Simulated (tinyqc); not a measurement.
Inversion layer as a triangular well, valleys of the Si type: one step. Effect on the gate capacitance. Three cases, with inputs chosen for the exercise.

Question. The charge sits at the mean distance <z> from the surface, which adds (3.9/eps) <z> to the oxide thickness; C/Cox = tox/(tox + 3.9 <z>/eps). The density-of-states term is left out.

Give: added thickness; C/Cox.

Case 1.

Values chosen (out of a larger set: near those of Si; not measured data): eps = 11.6 (dielectric constant); tox = 26 angstrom (SiO2-equivalent oxide thickness).

mean distance from the surface = 44.6445 angstrom

Answer.

added thickness = 15.01 angstrom
C/Cox = 0.634

Case 2.

Values chosen (out of a larger set: near those of Si; not measured data): eps = 11.6 (dielectric constant); tox = 29 angstrom (SiO2-equivalent oxide thickness).

mean distance from the surface = 27.8010 angstrom

Answer.

added thickness = 9.35 angstrom
C/Cox = 0.756

Case 3.

Values chosen (out of a larger set: near those of Si; not measured data): eps = 11.7 (dielectric constant); tox = 26 angstrom (SiO2-equivalent oxide thickness).

mean distance from the surface = 15.8818 angstrom

Answer.

added thickness = 5.29 angstrom
C/Cox = 0.831

Computed by tinyqc, one run a case: `OMP_NUM_THREADS=1 python tinyqc.py N N+1 out.jsonl` with N = 1251919, 1252495, 1252497; one thread of a shared Intel(R) Xeon(R) Processor @ 2.30GHz, about 0.03 s a run at most.
